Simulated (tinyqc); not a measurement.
Inside a calculation. Method: Born-Oppenheimer dynamics on the UHF/sto-3g surface (energies and gradients from PySCF), for H4+, spin multiplicity 2. Computed by tinyqc, a small Python program that keeps every step (integrals from PySCF). Settings: charge = 1, multiplicity = 2, basis = sto-3g, time step (fs) = 0.2, steps = 24. Command: `OMP_NUM_THREADS=1 python tinyqc.py 24181 24182 out.jsonl` (the two numbers bound the seeds that draw the settings). One thread of a shared host (Intel(R) Xeon(R) Processor @ 2.60GHz), about 1 s of CPU time with the checks.

## Velocity Verlet step 1

positions (bohr):
```
           x        y         z
1H   0.09071  0.01701   0.05480
2H   0.06803  0.09260   1.66863
3H  -0.16630  2.07870  -0.01890
4H   0.00945  2.09760   1.76500
```

velocities (bohr per atomic time unit):
```
              x            y            z
1H   0.00015950   0.00004300   0.00012650
2H   0.00011850   0.00017700  -0.00014550
3H  -0.00029350  -0.00012700  -0.00000450
4H   0.00001550  -0.00009300   0.00002350
```

gradient (hartree/bohr):
```
             x           y           z
1H  -0.0109997   0.1126770  -0.0290304
2H  -0.0058429   0.1084613   0.0358500
3H   0.0055373  -0.1080348  -0.0555106
4H   0.0113054  -0.1131034   0.0486909
```

masses (electron masses): 1H 1837.15259, 2H 1837.15259, 3H 1837.15259, 4H 1837.15259

gradient after step 1 (hartree/bohr):
```
             x           y           z
1H  -0.0111009   0.1120021  -0.0281171
2H  -0.0058997   0.1078199   0.0348947
3H   0.0055944  -0.1074084  -0.0550489
4H   0.0114062  -0.1124136   0.0482712
```

dt = 0.2 fs = 8.2683 atomic units; x' = x + v dt - g dt^2 / (2m); after the new gradient g', v' = v - (g + g') dt / (2m).

positions after step 1 (bohr):
```
           x        y         z
1H   0.09223  0.01527   0.05639
2H   0.06912  0.09204   1.66676
3H  -0.16883  2.07966  -0.01790
4H   0.00937  2.09893   1.76429
```

velocities after step 1 (bohr per atomic time unit):
```
              x            y            z
1H   0.00020923  -0.00046259   0.00025510
2H   0.00014492  -0.00030970  -0.00030470
3H  -0.00031855   0.00035781   0.00024429
4H  -0.00003561   0.00041448  -0.00019469
```

## Velocity Verlet step 2

gradient after step 2 (hartree/bohr):
```
             x           y           z
1H  -0.0109900   0.1092980  -0.0263706
2H  -0.0058687   0.1053256   0.0328339
3H   0.0055319  -0.1049958  -0.0537042
4H   0.0113267  -0.1096278   0.0472408
```

As before.

positions after step 2 (bohr):
```
           x        y         z
1H   0.09417  0.00936   0.05902
2H   0.07043  0.08748   1.66359
3H  -0.17156  2.08462  -0.01486
4H   0.00886  2.10445   1.76178
```

velocities after step 2 (bohr per atomic time unit):
```
              x            y            z
1H   0.00025894  -0.00096059   0.00037771
2H   0.00017141  -0.00078934  -0.00045711
3H  -0.00034359   0.00083578   0.00048902
4H  -0.00008676   0.00091414  -0.00040962
```

## Energy conservation

The total energy should stay constant up to terms of order dt^2; the step counts as short enough if it moves by less than 2 % of the largest kinetic energy.

Trajectory:
```
time (fs)  1H-2H (angstrom)  potential (hartree)  kinetic (hartree)  total (hartree)
0.00000             0.85502           -1.6340128          0.0002035       -1.6338093
0.20000             0.85323           -1.6347616          0.0009487       -1.6338129
0.40000             0.85020           -1.6375555          0.0037299       -1.6338256
0.60000             0.84602           -1.6421926          0.0083467       -1.6338459
0.80000             0.84079           -1.6483499          0.0144785       -1.6338714
1.00000             0.83466           -1.6556187          0.0217194       -1.6338993
1.20000             0.82782           -1.6635471          0.0296201       -1.6339270
1.40000             0.82049           -1.6716815          0.0377294       -1.6339521
1.60000             0.81291           -1.6796039          0.0456310       -1.6339729
1.80000             0.80533           -1.6869600          0.0529719       -1.6339881
2.00000             0.79804           -1.6934787          0.0594815       -1.6339973
2.20000             0.79133           -1.6989824          0.0649821       -1.6340002
2.40000             0.78547           -1.7033888          0.0693914       -1.6339974
2.60000             0.78074           -1.7067070          0.0727174       -1.6339896
2.80000             0.77737           -1.7090262          0.0750485       -1.6339777
3.00000             0.77560           -1.7104994          0.0765362       -1.6339632
3.20000             0.77557           -1.7113216          0.0773739       -1.6339477
3.40000             0.77742           -1.7117046          0.0777716       -1.6339331
3.60000             0.78120           -1.7118495          0.0779287       -1.6339208
3.80000             0.78691           -1.7119215          0.0780093       -1.6339122
4.00000             0.79452           -1.7120305          0.0781226       -1.6339079
4.20000             0.80391           -1.7122217          0.0783140       -1.6339077
4.40000             0.81493           -1.7124779          0.0785672       -1.6339107
4.60000             0.82740           -1.7127329          0.0788172       -1.6339157
4.80000             0.84111           -1.7128917          0.0789707       -1.6339210
```

The total energy moves within 1.9e-04 hartree, under 2 % of the largest kinetic energy.
